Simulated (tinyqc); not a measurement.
# Read current of a NAND string, cells in series solved by shooting: two studies

Cells in series, numbered from 0 at the source line (0 V) to the bit line, each followed by a gap resistance Rg. A cell with gate Vg, threshold VT, source Vs and drain Vd passes I = 2 nf K Vt^2 [F(Vs) - F(Vd)]/(1 + th max(Vg - VT, 0)), F(V) = ln^2(1 + exp((Vg - VT - nf V)/(2 nf Vt))). The selected cell has Vg = Vr, the others Vg = Vp.

Inputs (values chosen for the exercise); values of the order met in vertical NAND strings: temperature T = 300 K; gain factor of a cell K = 19 uA/V^2; slope factor nf = 1.8; mobility reduction factor th = 0.19 1/V; resistance of the gap between cells Rg = 16 kohm; bit-line voltage Vbl = 0.7 V; pass voltage Vp = 7 V; threshold of an erased cell Ve = -1.6 V; threshold of the highest state Vh = 3.2 V; threshold of the selected cell Vx = 1.8 V; sensing current Is = 10 nA; read voltage on the selected word line Vr = 3.41 V.

Constants: q = 1.602176634e-19 C, kB = 1.380649e-23 J/K, Vt = kB T/q. Results are converted to the units shown.

Each table varies one quantity; the others keep the values above.

## Read current against the number of cells

For a trial current I start at 0 V and, cell by cell, solve for the drain: sqrt(F(Vd)) = sqrt(F(Vs) - I/k), k = 2 nf K Vt^2/(1 + th max(Vg - VT, 0)), Vd = [Vg - VT - 2 nf Vt ln(exp(sqrt F) - 1)]/nf, then add I Rg. The string current is the I for which the last node reaches Vbl. The apparent threshold is the Vr at which I = Is. Background: all other cells erased (VT = Ve) or all in the highest state (VT = Vh); ratio and shift are high over erased and high minus erased. The selected cell is in the middle, cell n/2.

Read current against the number of cells:
```
n,"I, others erased (uA)","I, others high (uA)",ratio,"apparent VT, erased (V)","apparent VT, high (V)",background shift (mV)
8,2.181,1.760,0.8067,1.754,1.755,0.5570
16,1.192,0.9279,0.7782,1.757,1.758,1.115
32,0.6244,0.4764,0.7630,1.761,1.763,2.234
64,0.3196,0.2414,0.7551,1.770,1.775,4.484
96,0.2148,0.1616,0.7524,1.780,1.786,6.750
128,0.1617,0.1215,0.7511,1.789,1.798,9.032
192,0.1083,0.08116,0.7497,1.808,1.821,13.80
```

What does the comparison show?

With erased neighbours the current falls from 2.18 to 0.108 uA, as n^(-0.87) between the first two rows and n^(-0.99) between the last two (-1 once the series resistance rules). The ratio falls from 0.807 to 0.750 and the background shift rises from 0.557 to 13.8 mV.

## Effect of the bit-line voltage

Same model as above.

The string has 64 cells and the selected one is cell 32.

Results:
```
Vbl (V),"I, others erased (uA)","I, others high (uA)",ratio,"apparent VT, erased (V)","apparent VT, high (V)",background shift (mV)
0.1,0.04772,0.03834,0.8034,1.774,1.780,5.371
0.2,0.09482,0.07549,0.7961,1.770,1.775,4.505
0.3,0.1413,0.1114,0.7885,1.770,1.775,4.485
0.4,0.1870,0.1460,0.7806,1.770,1.775,4.484
0.6,0.2763,0.2110,0.7639,1.770,1.775,4.484
0.7,0.3196,0.2414,0.7551,1.770,1.775,4.484
0.8,0.3621,0.2701,0.7459,1.770,1.775,4.484
```

Estimate the missing row, Vbl = 0.5 V.

Computed row:
```
Vbl (V),"I, others erased (uA)","I, others high (uA)",ratio,"apparent VT, erased (V)","apparent VT, high (V)",background shift (mV)
0.5,0.2320,0.1792,0.7724,1.770,1.775,4.484
```

With this row back in the table: As Vbl goes from 0.1 to 0.8 V, the current with erased neighbours rises from 0.0477 to 0.362 uA, that with high neighbours rises from 0.0383 to 0.270 uA and the ratio falls from 0.803 to 0.746. The background shift falls from 5.37 to 4.48 mV.

Computed by the program tinyqc: `OMP_NUM_THREADS=1 python tinyqc.py 2142187 2142188 out.jsonl`, one thread of a shared Intel Xeon 2.30GHz, about 0.7 s for the whole run.
